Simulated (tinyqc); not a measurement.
Worked calculation: rigid-ion and shell models of the dielectric response of an ionic crystal. Computed by tinyqc, a small Python program that keeps every step. Command: `OMP_NUM_THREADS=1 python tinyqc.py 3000245 3000246 out.jsonl shell walk`. One thread of a shared host (Intel(R) Xeon(R) Processor @ 2.30GHz), about 0.01 s of CPU time with the checks. Intermediate numbers are printed to about 5 digits and carried at full precision; extremes and crossings named in words are read from the listed rows.

Charges +Z and -Z; 6 nearest neighbours, Madelung constant M = 1.747565, volume per ion pair Omega = 2.000000 d^3. Energy per pair U = -M Z^2 e2/d + 6 A exp(-d/rho), e2 = e^2/(4 pi eps_0). In the shell model the anion is a core of charge Y - Z and a massless shell of charge -Y, joined by the spring k; the repulsion acts on the shell. Each ion feels the Lorentz field E + (4 pi/3) P (Gaussian units).

Inputs (values chosen for the exercise, for a model crystal): nearest-neighbour distance d = 2.85 angstrom; ionic charge Z = 1 e; hardness d/rho = 9.22; cation mass = 137 u; anion mass = 19 u; shell charge size Y = 3.03 e; core-shell spring k = 62 eV/angstrom^2; cation polarisability alpha_+ = 0.56 angstrom^3; film thickness t = 3.2 nm.

Structure: rock salt.

Constants: e^2/(4 pi eps_0) = 14.39964548 eV angstrom; 1 eV/angstrom^3 = 160.2176634 GPa; nu for 1 eV/(angstrom^2 u) = 15.6333042 THz; 1 THz = 33.35640952 1/cm; eps_0 = 8.8541878128e-12 F/m; h x 1 THz = 4.135667696 meV.

## Equilibrium, bulk modulus and repulsive spring

Zero pressure fixes 6 A exp(-d/rho) = M Z^2 e2 rho/d^2. Then U = -(M Z^2 e2/d)(1 - rho/d), B = M Z^2 e2 (d/rho - 2)/(9 Omega d), and the spring of one sublattice against the other is R = (1/3) x (Laplacian of the repulsion summed over neighbours) = M Z^2 e2 (d/rho - 2)/(3 d^3), so R = 3 B Omega/d^2.

volume Omega = 46.29825 angstrom^3

lattice energy U = -7.8719 eV/pair

bulk modulus B = 24.512 GPa

repulsive spring R = 2.6162 eV/angstrom^2

## Rigid ions

With C = 4 pi Z^2 e2/(3 Omega): mu lambda_TO = R - C, mu lambda_LO = R + 2 C; eps_inf = 1 and eps_s = lambda_LO/lambda_TO. lambda in eV/(angstrom^2 u) gives the wavenumber 15.6333042 x 33.35640952 x sqrt(lambda); mu is the reduced mass.

Coulomb spring C = 1.3028 eV/angstrom^2

omega_TO, rigid ions = 146.30 1/cm

omega_LO, rigid ions = 291.72 1/cm

eps_s, rigid ions = 3.9758

## Shell model: electronic response

Eliminating the shell gives the anion polarisability alpha_- = Y^2 e2/(k + R), the Szigeti charge Z_S = Z - Y R/(k + R) and the softened spring R' = k R/(k + R). With b = 4 pi (alpha_+ + alpha_-)/(3 Omega): eps_inf = (1 + 2b)/(1 - b) (Clausius-Mossotti); Born charge Z* = Z_S (eps_inf + 2)/3.

anion polarisability alpha_- = 2.0460 angstrom^3

Szigeti charge Z_S = 0.87732 e

softened spring R' = 2.5102 eV/angstrom^2

b = 0.23577

eps_inf = 1.9255

Born charge Z* = 1.1480 e

Overlap pushes the shell back and lowers the effective charge to 88 % of Z; the local field then raises the Born charge to 115 % of Z.

## Shell model: lattice response

mu lambda_TO = R' - (4 pi e2/(3 Omega)) Z_S^2/(1 - b); mu lambda_LO = mu lambda_TO + 4 pi e2 Z*^2/(eps_inf Omega); eps_s = eps_inf lambda_LO/lambda_TO.

mu lambda_TO = 1.1981 eV/angstrom^2

omega_TO = 139.74 1/cm

omega_LO = 251.24 1/cm

eps_s = 6.2245

share of R' left after the dipole term = 0.47730

The dipole field cancels 52 % of the short-range spring.

## As a gate dielectric

Capacitance per area eps_0 eps_s/t; equivalent oxide thickness EOT = t x 3.9/eps_s; the surface optical mode against silicon (eps = 11.7) lies at omega_TO sqrt[(eps_s + 11.7)/(eps_inf + 11.7)], and its squared coupling to channel electrons scales as g = hbar omega_SO [1/(11.7 + eps_inf) - 1/(11.7 + eps_s)], with hbar omega = h c x wavenumber.

capacitance per area = 17.223 fF/micrometre^2

equivalent oxide thickness = 2.0050 nm

surface optical mode = 160.27 1/cm

remote-phonon coupling g = 0.34977 meV

## From rigid to soft shells

The formulas are those given above.

Response against the core-shell spring:
```
k (eV/angstrom^2)  eps_inf      Z_S      Z*  omega_TO (1/cm)  omega_LO (1/cm)   eps_s
50                  2.1551  0.84934  1.1764           138.93           245.36  6.7213
62                  1.9255  0.87732  1.1480           139.74           251.24  6.2245
81                  1.7207  0.90520  1.1227           140.45           257.64  5.7906
110                 1.5582  0.92961  1.1026           141.01           263.78  5.4525
160                 1.4255  0.95125  1.0862           141.47           269.68  5.1804
250                 1.3260  0.96862  1.0739           141.81           274.78  4.9786
500                 1.2414  0.98423  1.0634           142.10           279.67  4.8086
1900                1.1812  0.99583  1.0560           142.30           283.52  4.6885
```

From the stiffest to the softest shell eps_inf rises from 1.18 to 2.16 and Z_S falls from 1.00 to 0.85; omega_LO moves by -13 % and omega_TO by -2.4 %. Screening by eps_inf cuts the LO frequency, which rigid ions overstate (rigid ions: 292 per cm); eps_s goes from 4.69 to 6.72.

Checks made by the program: TO spring by direct elimination of the shell from the 2 x 2 energy matrix (relative difference below 1e-10); Szigeti's relation mu lambda_TO (eps_s + 2)/(eps_inf + 2) = R' (relative difference below 1e-10).
